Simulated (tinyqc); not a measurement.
Mobility of a non-polar semiconductor in the relaxation-time approximation: one step, computed by the program tinyqc. Command: `OMP_NUM_THREADS=1 python tinyqc.py 3018356 3018357 out.jsonl rta walk`. One thread of a shared host (Intel(R) Xeon(R) Processor @ 2.30GHz), about 0.01 s of CPU time with the checks.

Each valley is treated as a sphere of mass m_d for states and rates, with one isotropic relaxation time; the conductivity mass m_c sets the current.

Task: Fermi level and screening. Parabolic band: E = hbar^2 k^2/(2 m), speed v = hbar k/m, states per spin, volume and energy g(E) = m k/(2 pi^2 hbar^2). Here m = m_d. Masses are multiplied by m_0 and all formulas are in SI units. The reduced Fermi level eta = E_F/(k_B T) solves n = 2 Z int g f dE with f = 1/(1 + exp(x - eta)) (Z = 1 unless valleys are given); screening length L_s = sqrt(eps_s eps_0 k_B T/(e^2 dn/deta)), dn/deta = 2 Z int g f (1 - f) dE. Integrals over x = E/(k_B T) use 160 Gauss-Legendre points in u = sqrt(x) from 0 to sqrt(max(eta, 0) + 32).

Inputs (values chosen for the exercise, modelled on holes in germanium): equivalent valleys Z = 1; static permittivity eps_s = 16; carrier density n = 4.8e+14 1/cm^3; temperature T = 350 K.

Band: parabolic. Impurity formula: Brooks-Herring. Further scattering: none.

density-of-states mass m_d = 0.296 m_0

Constants: k_B = 8.617333262e-05 eV/K; m_0 = 9.1093837015e-31 kg; e = 1.602176634e-19 C; hbar = 1.054571817e-34 J s; eps_0 = 8.8541878128e-12 F/m; k_B = 1.380649e-23 J/K.

Give: reduced Fermi level eta; screening length L_s.

Result:

reduced Fermi level eta = -9.269

screening length L_s = 235.7 nm

The gas is non-degenerate (eta < -2), and L_s is close to the Debye length.
